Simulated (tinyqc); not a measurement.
Regular and subregular solution with a miscibility gap: one step, computed by the program tinyqc. Command: `OMP_NUM_THREADS=1 python tinyqc.py 3000169 3000170 out.jsonl regsol walk`. One thread of a shared host (Intel(R) Xeon(R) Processor @ 2.30GHz), about 0.03 s of CPU time with the checks.

Per mole of mixing sites: G(x) = x (1 - x) [L0 + L1 (1 - 2x)] + R T [x ln x + (1 - x) ln(1 - x)], x the fraction of B.

Question. Interaction parameter. A bonding enthalpy -K a^(-2.5) with a linear in x gives L0 = 4.375 K (a_A - a_B)^2/abar^4.5, abar the mean lattice constant; eta = (a_B - a_A)/abar.

Inputs (values chosen for the exercise, modelled on Ga(1-x)In(x)P): lattice constant a_A = 5.451 angstrom; lattice constant a_B = 5.869 angstrom; constant K = 46900 kJ angstrom^2.5/mol.

Source of L0: delta-lattice-parameter rule.

Give: L0; eta.

Answer.

L0 = 14.683 kJ/mol

eta = 0.073852
